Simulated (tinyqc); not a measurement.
MOS inversion layer, Poisson-Schroedinger loop: two steps of the calculation.

Electrons confined at an insulator interface at z = 0, treated as a hard wall; parabolic valleys, Hartree approximation, no image or exchange terms. The depletion charge lies far deeper than the electrons and gives a uniform field q Nd/(eps0 eps_r); the gate balances all charge. Energies are counted from the band edge at the interface.

Values chosen for this exercise; masses and permittivity close to those of germanium (111):
- eps_r = 15.8 (relative permittivity)
- mz1 = 1.58 m0 (mass along z of valley set A (1 valley(s)))
- Ns = 2.2e12 cm^-2 (sheet density of electrons)
- Nd = 2.2e11 cm^-2 (sheet density of depletion charge)
- a = 0.3 (mixing factor)

Constants: q = 1.602176634e-19 C, hbar = 1.054571817e-34 J s, m0 = 9.1093837015e-31 kg, eps0 = 8.8541878128e-14 F/cm where lengths are in cm, hbar^2/(2 m0) = 0.0380998212 eV nm^2. Results are converted to the units shown.

Problem 1. Density, output potential and mixing. n_i = sum_k N_k |psi_k|^2 (converted to cm^-3). Hartree part by Gauss: on the interval before node i the electrons still beyond are S_i = Ns - hz sum_(j<i) n_j, and U_i = U_(i-1) + q S_i hz/(eps0 eps_r) in eV, U_0 = 0 at the interface. Mixing: U(new) = U + a (U(out) - U).

columns A: node; B: z (nm); C: self-consistent potential U at the start (eV); D: |psi|^2 of A1 (1/nm); E: |psi|^2 of A2 (1/nm); F: |psi|^2 of B1 (1/nm); G: |psi|^2 of B2 (1/nm)
```
A      B  C           D           E           F            G
1    1.8  0  0.24159466  0.16336513  0.01920572  0.019317596
2    3.6  0  0.22956746  0.00476156  0.06097386  0.048905797
3    5.4  0  0.07155516  0.18874912  0.09628896  0.048782111
4    7.2  0  0.01158453  0.14923278  0.10782840  0.021381957
5      9  0  0.00116837  0.04235484  0.09631583  0.000763538
6   10.8  0  0.00008108  0.00643138  0.07258485  0.009656895
7   12.6  0  0.00000412  0.00061749  0.04766488  0.040694296
8   14.4  0  0.00000016  0.00004116  0.02784810  0.070968047
9   16.2  0  0.00000000  0.00000202  0.01468624  0.083787914
10    18  0  0.00000000  0.00000008  0.00706439  0.077153359
11  19.8  0  0.00000000  0.00000000  0.00312255  0.058922942
12  21.6  0  0.00000000  0.00000000  0.00127365  0.038452196
13  23.4  0  0.00000000  0.00000000  0.00047876  0.021648113
14  25.2  0  0.00000000  0.00000000  0.00016325  0.010353244
15    27  0  0.00000000  0.00000000  0.00004735  0.003908226
16  28.8  0  0.00000000  0.00000000  0.00000877  0.000859323
```

N_k (cm^-2): A1 2.0602349e11, A2 1.5287569e11, B1 1.3058012e12, B2 5.3529964e11

Find: n; U(out); U after round 1.

Solution 1.

```
node  n (1e18 cm^-3)  U(out) (eV)  U after round 1 (eV)
1             1.1017      0.04535              0.013606
2             1.5382      0.08662              0.025985
3             1.9544      0.12217              0.036652
4             1.7745      0.15048              0.045143
5             1.3289      0.17220              0.051659
6             1.0095      0.18899              0.056696
7             0.8412      0.20203              0.060609
8             0.7436      0.21195              0.063585
9             0.6403      0.21911              0.065734
10            0.5052      0.22390              0.067169
11            0.3562      0.22681              0.068043
12            0.2225      0.22840              0.068520
13            0.1221      0.22916              0.068749
14            0.0576      0.22947              0.068842
15            0.0215      0.22957              0.068872
16            0.0047      0.22959              0.068877
```

Problem 2. Closed-form estimates. Triangular well: E_k = a_k (C F^2/mz)^(1/3), a_1 = 2.338107, a_2 = 4.087949, C = hbar^2/(2 m0), F in eV/nm. Fang-Howard (all electrons in the lowest level of set A): b^3 = 6 (mz1/C) q (Nd + 11 Ns/32)/(eps0 eps_r), centroid 3/b, level C b^2/(4 mz1) + (3/b) q (Nd + 11 Ns/16)/(eps0 eps_r). Use F = q (Nd + Ns)/(eps0 eps_r), the surface field, and F = q (Nd + Ns/2)/(eps0 eps_r).

Give: A1 with the surface field; A1 with Nd + Ns/2; A2 with Nd + Ns/2; b; Fang-Howard centroid; Fang-Howard level.

Solution 2.

A1 with the surface field = 0.061863 eV
A1 with Nd + Ns/2 = 0.041299 eV
A2 with Nd + Ns/2 = 0.072207 eV
b = 1.4064 1/nm
Fang-Howard centroid = 2.1331 nm
Fang-Howard level = 0.054248 eV

Program tinyqc, `OMP_NUM_THREADS=1 python tinyqc.py 2160128 2160129 out.jsonl`; Intel Xeon 2.30GHz, shared host, one thread, about 1 s.
